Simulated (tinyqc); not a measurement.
Raising U: Hubbard chain of 6 sites, mean field against exact. Computed by the program tinyqc. Collinear unrestricted mean field (the lowest of 40 random starts) against exact diagonalisation.

one-body matrix (hopping and site energies) (eV):
```
,1,2,3,4,5,6
1,0.0000,-0.8300,0.0000,0.0000,0.0000,0.0000
2,-0.8300,0.0000,-0.8300,0.0000,0.0000,0.0000
3,0.0000,-0.8300,0.0000,-0.8300,0.0000,0.0000
4,0.0000,0.0000,-0.8300,0.0000,-0.8300,0.0000
5,0.0000,0.0000,0.0000,-0.8300,0.0000,-0.8300
6,0.0000,0.0000,0.0000,0.0000,-0.8300,0.0000
```

electrons, up and down: 3  3

Exact and mean-field results (eV):
```
U,U/t,E exact,E mean field,mean |n_up - n_down|,"double occupancy, exact",first gap in the sector
0.410,0.494,-5.21357,-5.18497,0.000,0.227,0.658
0.830,1.000,-4.67198,-4.55497,0.000,0.203,0.589
1.660,2.000,-3.77344,-3.35903,0.404,0.158,0.480
2.490,3.000,-3.08434,-2.51584,0.673,0.120,0.397
3.320,4.000,-2.56683,-1.96913,0.803,0.090,0.333
4.980,6.000,-1.88137,-1.35223,0.909,0.052,0.246
9.960,12.000,-1.00878,-0.68781,0.977,0.016,0.132
16.600,20.000,-0.61544,-0.41417,0.992,0.006,0.081
```

Estimate the missing row, U = 6.64.

Computed row:
```
U        U/t   E exact  E mean field  mean |n_up - n_down|  double occupancy, exact  first gap in the sector
6.640  8.000  -1.46752      -1.02444                 0.948                    0.033                    0.192
```

In absolute terms mean field is worst at U/t = 4.0, 0.598 eV too high: at small U it is nearly exact, and at large U it misses only exchange-scale energies. Its local moments set in at U/t = 2.0 of those listed, a broken symmetry that the exact state of a finite cluster with equal spins does not have. Relative to the exact energy its error is 0.5 % at the smallest U, 33 % at most and 33 % at the largest. The double occupancy falls from 0.227 to 0.006; at the largest U the first gap is 0.49 times the exchange scale 4t^2/U.
